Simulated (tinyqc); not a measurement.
Changing the reverse bias V_r: deep-level transient spectroscopy (DLTS) of one majority-carrier trap. Computed by tinyqc, a small Python program. Command: `OMP_NUM_THREADS=1 python tinyqc.py 3004152 3004153 out.jsonl dlts sweep`. One thread of a shared host (Intel(R) Xeon(R) Processor @ 2.30GHz), about 0.08 s of CPU time with the checks.

A filling pulse loads the traps in a one-sided junction; under reverse bias they empty at the rate e, and the capacitance relaxes as C(t) = C_0 - dC exp(-e t). The signal is S = [C(t_2) - C(t_1)]/dC.

Inputs (values chosen for the exercise, for a model semiconductor):
```
quantity                    value   unit
density-of-states mass m    0.322    m_0
valleys M                       1      -
trap depth E_t              0.302     eV
cross-section sigma_0     3.7e-15   cm^2
degeneracy ratio g              1      -
gate time t_1               0.009      s
ratio t_2/t_1                   2      -
temperature T                 190      K
doping N                  9.7e+16  cm^-3
trap density N_t          5.3e+14  cm^-3
dielectric constant eps      8.74      -
built-in voltage V_b          1.2      V
diode area                0.00093   cm^2
capture barrier E_b         0.027     eV
```

Carriers: electrons. Extra term: capture barrier.

Constants: k_B = 8.617333262e-05 eV/K; k_B = 1.380649e-23 J/K; m_0 = 9.1093837015e-31 kg; h = 6.62607015e-34 J s; eps_0 = 8.8541878128e-12 F/m; e = 1.602176634e-19 C.

Method:
- e = g sigma v N_b exp(-E/k_B T), v = sqrt(3 k_B T/m), N_b = 2 M (2 pi m k_B T/h^2)^(3/2), sigma = sigma_0 exp(-E_b/k_B T), E = E_t.
- S(e) = exp(-e t_1) - exp(-e t_2) peaks at the rate window e_0 = ln(t_2/t_1)/(t_2 - t_1).
- T_p solves e(T) = e_0 (bisection between 15 and 1500 K); the half-height points solve S = S_max/2 on either side.
- W = sqrt(2 eps eps_0 (V_b + V_r)/(e N)), C_0 = eps eps_0 area/W. The pulse goes to zero bias, W_0 = W(V_r = 0). Traps within lambda = sqrt(2 eps eps_0 (E_t - E_F)/(e^2 N)) of the depletion edge stay filled, with E_F = k_B T_p ln(N_b/N) from the band, N_b = 2 M (2 pi m k_B T_p/h^2)^(3/2) (dopants taken as fully ionised). dC = C_0 (N_t/2N) f, f = [(W - lambda)^2 - max(W_0 - lambda, 0)^2]/W^2. The simple estimate is 2 N dC/C_0.

One run for each value:
```
reverse bias V_r (V)  C_0 (pF)        f  transient amplitude dC (fF)  depletion width W (micrometre)
0.5                     55.311  0.17053                       25.769                         0.13012
0.9                     49.766  0.25878                       35.183                         0.14462
1.6                     43.098  0.36337                       42.784                         0.16699
2.9                     35.616  0.47879                       46.587                         0.20207
5.2                     28.507  0.58656                       45.681                         0.25246
9.3                     22.256  0.67977                       41.332                         0.32337
17.0                    16.905  0.75843                       35.026                         0.42574
30.0                    12.911  0.81645                       28.798                         0.55742
```

Describe and explain the trends.

Over the rows, C_0 (pF) falls from 55.3 to 12.9 (exponent d ln y / d ln x -0.18 between the first rows and -0.47 between the last); f rises from 0.171 to 0.816 (exponent d ln y / d ln x 0.71 between the first rows and 0.13 between the last); transient amplitude dC (fF) goes from 25.8 through a maximum among these rows, 46.6 at 2.90, to 28.8. At the high end the exponent of C_0 is -0.47, close to -0.50: C goes as (V_b + V_r)^(-1/2).

Caution (rows 5.20, 9.30, 17.0, 30.0): the peak field exceeds 5e5 V/cm, near or above breakdown unless the gap is wide.

Extremes, crossings and ranges named in words are read from the listed rows.
